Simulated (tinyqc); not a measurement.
Kinetics of strain relaxation and threading dislocations in mismatched semiconductor layers: one step, computed by the program tinyqc.

60-degree dislocations on {111} planes of a (001) layer, isotropic elasticity. The Schmid factor is 1/sqrt(6), and a misfit segment relieves strain with b/2.

Question. Graded buffer. In steady grading, strain is fed at R_f R_g and relieved at (b/4) rho v. As a glide-limited estimate, the driving stress is taken as the mean stress of the strained top zone, whose depth z solves R_f z/2 = e_eq(z), with strain R_f z at the surface; tau_g = S R_f z/2 is its mean; then rho = 4 R_f R_g/(b m tau_g), m = v0 exp(-Q/(k_B T_g)), S = (1/sqrt 6) 2 G (1 + nu)/(1 - nu), e_eq(z) = b (1 - nu/4) [ln(z/b) + 1]/(4 pi (1 + nu) z).

Inputs (values chosen for the exercise, modelled on GaAs on Si):
```
quantity                                  value          unit
misfit f                                 0.0393             -
shear modulus G                            48.6           GPa
Poisson ratio nu                           0.31             -
Burgers vector b                              4      angstrom
glide activation energy Q                  1.31            eV
velocity prefactor v0                      9800   m/s per MPa
grading rate (misfit per thickness) R_f   0.019  1/micrometre
growth temperature of the buffer T_g        808             K
growth rate R_g                             1.4          nm/s
```

Constants: k_B = 8.617333262e-05 eV/K.

Give: depth z of the strained zone; stress tau_g; thread density of the buffer; buffer thickness f/R_f.

Answer.

depth z of the strained zone = 126.2 nm

stress tau_g = 90.35 MPa

thread density of the buffer = 4453 1/cm^2

buffer thickness f/R_f = 2.068 micrometre

Raising T_g by 50 K would lower this density by a factor 3.0: fast glide lets few threads do the work. Caution: real buffers seldom go below 1e5 /cm^2, as pile-ups and nucleation take over; this value is a lower bound.
